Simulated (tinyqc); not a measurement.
Starting guesses with plain Roothaan steps: SCF starting guesses in the 6-31g basis, for H4+, spin multiplicity 2. Computed by the program tinyqc with PySCF. 

Geometry (angstrom):
```
atom,x,y,z
H,0.0000,0.0000,0.0000
H,0.0000,0.0000,1.3080
H,0.0000,1.7180,0.0000
H,0.0000,1.7180,1.3080
```

lowest solution found by these runs and by PySCF with stability checks = -1.643894 hartree

UHF with one setting changed at a time; a run stops when the energy changes by less than 1e-09 hartree and the error matrix is below 1e-5. Starts: the lowest orbitals of the core Hamiltonian, of the Wolfsberg-Helmholz matrix (K = 1.75), projected atomic densities, random orbitals, and the highest orbitals of the core Hamiltonian (a deliberately bad start).

Largest element of the error matrix X^T (FDS - SDF) X:
```
iteration,core,Wolfsberg-Helmholz,atomic densities,random,highest core orbitals
1,3.7e-02,6.0e-02,3.5e-02,3.1e-01,3.5e-02
2,6.9e-03,9.5e-03,6.4e-03,8.8e-02,9.0e-03
3,1.4e-03,1.5e-03,1.6e-03,2.1e-02,2.2e-03
4,3.0e-04,2.3e-04,4.3e-04,8.4e-03,6.3e-04
5,7.4e-05,3.6e-05,1.2e-04,4.5e-03,1.8e-04
6,1.9e-05,5.7e-06,3.6e-05,3.2e-03,5.5e-05
8,1.6e-06,-,3.4e-06,2.2e-03,5.2e-06
10,-,-,-,1.5e-03,-
14,-,-,-,9.4e-04,-
20,-,-,-,5.8e-04,-
30,-,-,-,2.7e-04,-
45,-,-,-,9.9e-05,-
60,-,-,-,4.1e-05,-
```

How each run ends:
```
run,iterations,E (hartree),state
core,8,-1.643894,lowest found
Wolfsberg-Helmholz,7,-1.643894,lowest found
atomic densities,9,-1.643894,lowest found
random,>60,-1.643893,"falls steadily but slowly, by a factor of about 0.94 a step"
highest core orbitals,9,-1.643894,lowest found
```

4 of 5 runs reach the lowest solution found, in 7 to 9 iterations (fastest: Wolfsberg-Helmholz). Not converged: random. The first errors are 4e-02, 6e-02, 4e-02, 3e-01, 4e-02; the deliberately bad start has the smallest one, so a small first error does not mark a good start.
